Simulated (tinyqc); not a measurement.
# Stacked nanosheet transistor, parasitic resistance, capacitance and delay: effects of single changes

Ns sheets share one contact on top; each has perimeter p = 2 (Ws + ts) and cross-section A = Ws ts; contact width Wc = Ws + 10 nm, stack height Hs = Ns pv. Sheet 1 is the top one. Contact length Lc = CPP - Lg - 2 Lsp, shared by two neighbouring gates. Source and drain sides are equal. The formulas are first-order estimates, not field solutions.

Values chosen for this exercise; values close to those of silicon logic devices:

| symbol | value | unit | meaning |
|---|---|---|---|
| T | 300 | K | temperature |
| Ns | 4 |  | number of sheets |
| Ws | 20 | nm | sheet width |
| ts | 6 | nm | sheet thickness |
| pv | 18 | nm | vertical pitch of the sheets |
| rv | 47 | ohm | vertical resistance between sheet levels |
| CPP | 60 | nm | contacted gate pitch |
| Lg | 14 | nm | gate length |
| Lsp | 8 | nm | spacer length |
| ks | 4 |  | relative permittivity of the spacer |
| Hc | 15 | nm | gate height above the channel stack |
| rc | 9.2e-10 | ohm cm^2 | contact resistivity |
| re | 0.00026 | ohm cm | resistivity of the source-drain epitaxy |
| te | 30 | nm | current-carrying depth of the epitaxy |
| rx | 0.0016 | ohm cm | resistivity of the extension |
| Lov | 1.5 | nm | gate overlap |
| Cinv | 3.4 | uF/cm^2 | inversion capacitance |
| vx | 1.2e7 | cm/s | injection velocity |
| mu | 270 | cm^2/(V s) | apparent mobility |
| VT | 0.25 | V | threshold at zero drain voltage |
| dl | 0.039 | V/V | barrier lowering |
| n | 1.12 |  | subthreshold factor |
| Cw | 0.24 | fF | wire load |
| Vdd | 0.75 | V | supply voltage |

Constants: q = 1.602176634e-19 C, kB = 1.380649e-23 J/K, eps0 = 8.8541878128e-12 F/m, Vt = kB T/q. Results are converted to the units shown.

Each table varies one quantity; the others keep the values above.

## Effect of the relative permittivity of the spacer

Epitaxy sheet resistance Rsh = re/te, transfer length LT = sqrt(rc/Rsh), contact Rc = [sqrt(rc Rsh)/Wc] coth(Lc/(2 LT)); extension of one sheet Rx = rx Lsp/A. With N sheets: gate Cg = Cinv p N Lg; per side, plate Cp = ks eps0 [Wc (Hs + Hc) - N A]/Lsp, top fringe Cf = (2/pi) ks eps0 Wc ln(1 + Lg/(2 Lsp)), overlap Co = Cinv p N Lov. One sheet: I = p Q vx u/(1 + |u|^1.8)^(1/1.8), Q = Cinv n Vt ln(1 + exp((Vg' - VT + dl Vd')/(n Vt))), u = Vd' mu/(vx Lg), Vg' = Vgs - v, Vd' = Vds - 2 v, with the drop on each side v_j = Rc sum I + rv (sum over levels k = 2..j of the current of sheets k..Ns) + Rx I_j. Ieff = [I(Vgs = Vdd, Vds = Vdd/2) + I(Vdd/2, Vdd)]/2, total currents. With Cs = Cp + Cf + Co, the load of an inverter of two such devices driving an equal one is CL = 2 (Cg + 2 Cs) + 4 Cs + Cw (own drains counted twice for the Miller effect); delay CL Vdd/(2 Ieff).

The same in every row: Rc (ohm) = 218.7; Rx/N (ohm) = 266.7; Ieff (uA) = 173.5.

Results:
```
ks  CL (aF)  delay (ps)
1     542.6       1.173
2     562.3       1.216
3     582.0       1.258
4     601.7       1.301
7     660.8       1.429
```

Estimate the missing row, ks = 5.5.

Computed row:
```
ks   CL (aF)  delay (ps)
5.5    631.3       1.365
```

With this row back in the table: As ks goes from 1 to 7, Ieff stays at 173 uA, CL rises from 543 to 661 aF and the delay rises from 1.17 to 1.43 ps.

## Effect of the supply voltage

Same model as above.

The same in every row: Rc (ohm) = 218.7; Rx/N (ohm) = 266.7; CL (aF) = 601.7.

Effect of the supply voltage:
```
Vdd (V)  Ieff (uA)  delay (ps)
0.45         59.22       2.286
0.55         94.75       1.746
0.65         133.6       1.464
0.75         173.5       1.301
0.85         213.6       1.197
0.95         253.6       1.127
```

As Vdd goes from 0.45 to 0.95 V, Ieff rises from 59.2 to 254 uA, CL stays at 602 aF and the delay falls from 2.29 to 1.13 ps.

Computed by the program tinyqc: `OMP_NUM_THREADS=1 python tinyqc.py 2170148 2170149 out.jsonl`, one thread of a shared Intel Xeon 2.30GHz, about 0.08 s for the whole run.
